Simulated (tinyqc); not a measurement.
Worked calculation: plane-wave Kohn-Sham cycle with exchange-only LDA in a layered model solid. One step of it, computed by the program tinyqc.

Task: Iteration 1: levels at that k. Diagonalise the Hermitian matrix.

H (hartree), order -3, -2, -1, +0, +1, +2, +3:
```
[[0.634182, -0.155000, 0.055000, 0.000000, 0.000000, 0.000000, 0.000000],
 [-0.155000, 0.104128, -0.155000, 0.055000, 0.000000, 0.000000, 0.000000],
 [0.055000, -0.155000, -0.202745, -0.155000, 0.055000, 0.000000, 0.000000],
 [0.000000, 0.055000, -0.155000, -0.286438, -0.155000, 0.055000, 0.000000],
 [0.000000, 0.000000, 0.055000, -0.155000, -0.146950, -0.155000, 0.055000],
 [0.000000, 0.000000, 0.000000, 0.055000, -0.155000, 0.215718, -0.155000],
 [0.000000, 0.000000, 0.000000, 0.000000, 0.055000, -0.155000, 0.801568]]
```

Give: eigenvalues.

Result:

eigenvalues (hartree): [-0.4409, -0.2863, -0.0896, 0.1408, 0.2584, 0.6877, 0.8494]
